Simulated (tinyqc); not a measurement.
Decay of LO phonons and the hot-phonon bottleneck in the cooling of electrons. Changing the lattice temperature T. Computed by tinyqc, a small Python program. Command: `OMP_NUM_THREADS=1 python tinyqc.py 3015528 3015529 out.jsonl hotphonon sweep`. One thread of a shared host (Intel(R) Xeon(R) Processor @ 2.30GHz), about 0.01 s of CPU time with the checks.

n(E, T) = 1/(exp(E/(k_B T)) - 1) is the Bose occupation. Electrons have a temperature T_e; the LO modes within their reach share one occupation N; the decay products stay at the lattice temperature.

Inputs (values chosen for the exercise, modelled on silicon carbide): LO energy hbar omega = 122 meV; lifetime at T = 0, tau_0 = 2.9 ps; share f of the energy in the softer product = 0.35.

Decay channel: two unequal phonons (Ridley).

Constants: k_B = 8.617333262e-05 eV/K; c = 299792458 m/s.

Method. Decay rate 1/tau = (1/tau_0) [1 + n(f hbar omega) + n((1 - f) hbar omega)]. Full width Gamma = 1/(2 pi c tau) in 1/cm, c in cm/s.

One run for each value:

| lattice temperature T (K) | Raman width Gamma (1/cm) | phonon lifetime tau (ps) | equilibrium LO occupation N_0 | thermal factor tau_0/tau |
|---|---|---|---|---|
| 20 | 1.8306 | 2.9000 | 1.8086e-31 | 1.0000 |
| 31 | 1.8306 | 2.9000 | 1.4657e-20 | 1.0000 |
| 47 | 1.8307 | 2.8999 | 8.2799e-14 | 1.0000 |
| 71 | 1.8323 | 2.8973 | 2.1883e-09 | 1.0009 |
| 110 | 1.8515 | 2.8673 | 2.5729e-06 | 1.0114 |
| 170 | 1.9438 | 2.7312 | 2.4173e-04 | 1.0618 |
| 250 | 2.1705 | 2.4459 | 3.4842e-03 | 1.1857 |
| 390 | 2.7359 | 1.9404 | 2.7235e-02 | 1.4945 |
| 590 | 3.7089 | 1.4314 | 9.9815e-02 | 2.0260 |
| 900 | 5.3523 | 0.9919 | 2.6169e-01 | 2.9237 |

Over the rows, Raman width Gamma (1/cm) rises from 1.83 to 5.35; phonon lifetime tau (ps) falls from 2.90 to 0.992; equilibrium LO occupation N_0 rises from 1.81e-31 to 0.262 (exponent d ln y / d ln x 57 between the first rows and 2.3 between the last). At the low end the exponent of Raman width Gamma is 0.00, close to 0: spontaneous decay alone. The width is flat while k_B T is small against the energy of the softer product, and then grows with the occupation of the products.
